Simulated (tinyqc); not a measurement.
From results back to parameters: exchange-split free-electron bands and tunnelling magnetoresistance. Two cases, with inputs chosen for the exercise.

Problem. The electron density n_up + n_dn and the polarisation of the density of states, P = (k_up - k_dn)/(k_up + k_dn), are given; EF and Dx are hidden.

Majority and minority bands E = c k^2/m -/+ Dx/2, c = hbar^2/2m0, so k_up = sqrt(m (EF + Dx/2)/c), k_dn = sqrt(m (EF - Dx/2)/c); n_s = k_s^3/(6 pi^2), D_s = m k_s/(4 pi^2 c).

Constants: hbar^2/2m0 = 3.80998211 eV angstrom^2.

Case 1.

Values chosen: m = 1.08 m0 (mass in the electrodes).
n = 0.0334479 1/angstrom^3
P = 0.181526

Case 2.

Values chosen: m = 1.01 m0 (mass in the electrodes).
n = 0.0665227 1/angstrom^3
P = 0.543307

Find: k_up, k_dn; EF; Dx.

Solution. k_dn/k_up = (1 - P)/(1 + P); n then fixes k_up; EF is the mean and Dx the difference of the two kinetic energies.

Case 1.

k_up, k_dn (1/angstrom): 1.1413  0.7906

EF = 3.40 eV
Dx = 2.39 eV

Case 2.

k_up, k_dn (1/angstrom): 1.5659  0.4634

EF = 5.03 eV
Dx = 8.44 eV

Computed by tinyqc, one run a case: `OMP_NUM_THREADS=1 python tinyqc.py N N+1 out.jsonl` with N = 1682506, 1682538; one thread of a shared Intel(R) Xeon(R) Processor @ 2.30GHz, about 0.01 s a run at most.
